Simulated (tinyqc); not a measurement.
Switching kinetics of a ferroelectric film and the memory window of a ferroelectric gate stack: one step, computed by the program tinyqc. Command: `OMP_NUM_THREADS=1 python tinyqc.py 3025610 3025611 out.jsonl feswitch walk`. One thread of a shared host (Intel(R) Xeon(R) Processor @ 2.30GHz), about 0.02 s of CPU time with the checks.

Fields in MV/cm; 1 microcoulomb/cm^2 over eps_0 is 11.29409 MV/cm. In the stack (metal, ferroelectric, interlayer, channel) the channel is taken as a conductor.

Question. The hysteresis loop. Saturated branches: P(E) = P_s tanh[(E -/+ E_c)/(2 delta)], delta = E_c/ln[(1 + P_r/P_s)/(1 - P_r/P_s)]; D = P + eps_0 eps_F E.

Inputs (values chosen for the exercise, for a model film):
```
quantity                                 value               unit
saturation polarisation P_s                 36  microcoulomb/cm^2
ratio P_r/P_s                             0.91                  -
coercive field E_c                        0.74              MV/cm
permittivity of the ferroelectric eps_F     35                  -
```

Give: delta; P on both branches (microcoulomb/cm^2) at E/E_c = -3, -2, -1, -0.5, 0, 0.5, 1, 1.5, 2, 3; peak differential permittivity eps_F + P_s/(2 delta eps_0).

Answer.

delta = 0.2422 MV/cm

P on both branches (microcoulomb/cm^2) at E/E_c = -3, -2, -1, -0.5, 0, 0.5, 1, 1.5, 2, 3:
```
E (MV/cm)  rising branch  falling branch
-2.22             -36.00          -35.84
-1.48             -35.99          -32.76
-0.74             -35.84            0.00
-0.37             -35.27           23.16
0.00              -32.76           32.76
0.37              -23.16           35.27
0.74                0.00           35.84
1.11               23.16           35.97
1.48               32.76           35.99
2.22               35.84           36.00
```

peak differential permittivity eps_F + P_s/(2 delta eps_0) = 874.3
